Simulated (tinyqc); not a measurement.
Coherent transport through a tight-binding region between two chains, step by step. Computed by tinyqc, a small Python program that keeps every step. Settings: temperature = 300, mu = -0.12. Command: `OMP_NUM_THREADS=1 python tinyqc.py 28905 28906 out.jsonl` (the two numbers bound the seeds that draw the settings). One thread of a shared host (Intel(R) Xeon(R) Processor @ 2.60GHz), about 0.07 s of CPU time with the checks.

## Transmission at E = -0.91 eV

H of the central region (eV), lower triangle:
```
         1        2       3
1   0.0000
2  -0.3700   1.1500
3   0.0000  -2.4300  0.0000
```

Leads: semi-infinite chains with site energy 0:
```
parameter                           value
lead hopping t (eV)              2.170000
coupling to the left lead (eV)   1.260000
coupling to the right lead (eV)  0.520000
left contact site                       1
right contact site                      3
```

E = -0.9100 eV

Surface Green function g = (E - i sqrt(4 t^2 - E^2)) / (2 t^2); self-energy tc^2 g on each contact site; G = (E - H - Sigma)^(-1); Gamma = -2 Im Sigma; T = Gamma_L Gamma_R |G_LR|^2; local density of states -Im G_ii / pi.

g = -0.0966-0.4506i 1/eV

G (1/eV), lower triangle:
```
                 1               2               3
1  -0.6907-0.6339i
2   0.0647+0.0392i  0.2080-0.0450i
3   0.1600+0.1297i  0.5780-0.0441i  0.4656-0.0572i
```

local density of states (1/eV): 0.2018  0.0143  0.0182

transmission = 0.0148

## Transmission across the band

The same steps on a grid of energies.

T(E):
```
E (eV)            T
-4.123000  1.07e-05
-3.710700  6.25e-05
-3.298400  2.39e-04
-2.886100    0.0010
-2.473800    0.0060
-2.061500    0.2240
-1.649200    0.0422
-1.236900    0.0174
-0.824600    0.0147
-0.412300    0.0159
0.000000     0.0157
0.412300     0.0115
0.824600     0.0074
1.236900     0.0050
1.649200     0.0039
2.061500     0.0038
2.473800     0.0052
2.886100     0.0186
3.298400     0.0225
3.710700     0.0008
4.123000   7.13e-05
```

levels of the isolated region (eV): -1.9494  0.0000  3.0994

## Current

I = (2e/h) int T(E) [f(E - mu - V/2) - f(E - mu + V/2)] dE at 300 K with mu = -0.12 eV, the bias not changing H; 2e^2/h = 77.48092 microsiemens; the integral runs over the band on 4001 points.

Current:
```
V (volt)  I (microampere)
0.0100             0.0125
0.0500             0.0624
0.1000             0.1248
0.2000             0.2491
0.4000             0.4940
0.8000             0.9581
```
